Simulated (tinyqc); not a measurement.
Ferroelectric with a first-order transition, Landau-Devonshire energy: one step of the calculation.

One domain with free energy u = al P^2 + be P^4 + ga P^6 - E P, al = a0 (T - T0), be < 0 < ga (P in uC/cm^2, E in kV/cm, u in mJ/cm^3). Equilibrium: E = 2 al P + 4 be P^3 + 6 ga P^5; a state is stable against small changes where dE/dP > 0. The coercive field is that of uniform switching, which real films, switching by domains, do not reach.

Task. Transition temperatures. TC = T0 + be^2/(4 a0 ga), where u(Ps) = u(0); T1 = T0 + be^2/(3 a0 ga), where the polar minimum disappears. At TC the polarisation jumps from sqrt(-be/(2 ga)) to zero, with latent heat TC a0 Ps^2.

Inputs (values chosen for the exercise):
- a0 = 0.057 kV cm/(uC K) (slope of the quadratic coefficient)
- T0 = 450 K (Curie-Weiss temperature)
- be = -0.0032 kV cm^5/uC^3 (quartic coefficient)
- ga = 1.1e-6 kV cm^9/uC^5 (sixth-order coefficient)

Give: TC; T1; jump of P; latent heat.

Result.

TC = 490.83 K
T1 = 504.44 K
jump of P = 38.139 uC/cm^2
latent heat = 40.694 J/cm^3

Thermal hysteresis can span T0 to T1, 54.4 K.

Numbers from tinyqc (`OMP_NUM_THREADS=1 python tinyqc.py 2860132 2860133 out.jsonl`; about 0.01 s on one thread of a shared Intel Xeon 2.30GHz).
